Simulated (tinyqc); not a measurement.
# From fastest wavelength back to misfit |f|

Model: strain-driven roughening and islands of a mismatched epitaxial film. Computed by tinyqc, a small Python program. Command: `OMP_NUM_THREADS=1 python tinyqc.py 3026274 3026275 out.jsonl island inv`. One thread of a shared host (Intel(R) Xeon(R) Processor @ 2.30GHz), about 0.02 s of CPU time with the checks.

Film and substrate share isotropic elastic constants; the film is coherent and biaxially strained.

Inputs (values chosen for the exercise, for a model film): shear modulus G = 62.7 GPa; Poisson ratio nu = 0.25; surface energy gamma = 0.829 J/m^2; surface mobility D_s nu_s Omega^2/(k_B T) = 2.2e-34 m^6/(J s).

Transport: surface diffusion.

Method. M = 2 G (1 + nu)/(1 - nu); stress = M f; energy density w = M f^2. A ripple A cos(k x) has the surface chemical potential per volume [gamma k^2 - 2 (1 + nu) w k] A cos(k x), so k_c = 2 (1 + nu) w/gamma. With surface diffusion the amplitude grows at the rate q = B k^2 [2 (1 + nu) w k - gamma k^2], fastest at k_m = (3/4) k_c. B is the surface mobility.

Task: A run gave the result below. Find the misfit |f|, known to lie between 0.038 and 0.093.

fastest wavelength = 5.776269 nm

Result:

Each step takes the trial c = (a f_b - b f_a)/(f_b - f_a), f being the result less the target and a, b, c the logarithms of the listed values; c replaces end b, the old b replaces a if the sign of f changed, and otherwise f_a is halved.

Scan of the range:
```
misfit |f|  fastest wavelength (nm)
0.0380                      9.20491
0.0441                      6.83455
0.0512                      5.07045
0.0594                      3.76716
0.0690                      2.79183
0.0801                      2.07168
0.0930                      1.53681
```

False position (Illinois rule, in the logarithm of the input) inside the bracket:
```
step      end a      end b      trial  fastest wavelength (nm)
1     0.0441000  0.0512000  0.0482315                  5.71380
2     0.0441000  0.0482315  0.0477776                  5.82289
3     0.0482315  0.0477776  0.0479710                  5.77602
4     0.0477776  0.0479710  0.0479700                  5.77627
5     0.0477776  0.0479700  0.0479700                  5.77627
6     0.0479700  0.0479700  0.0479700                  5.77627
```

Fastest wavelength falls at every point of a 13-point scan of the range (every second point is shown), so one value fits; it is bracketed by 0.0441 and 0.0512. The scan shows a pure power law with exponent -2.000, so scaling from any one row also gives the answer directly. Answer: misfit |f| = 0.04797.

Caution: a wavelength of a few nanometres is at the limit of continuum theory, where steps and facets rule.
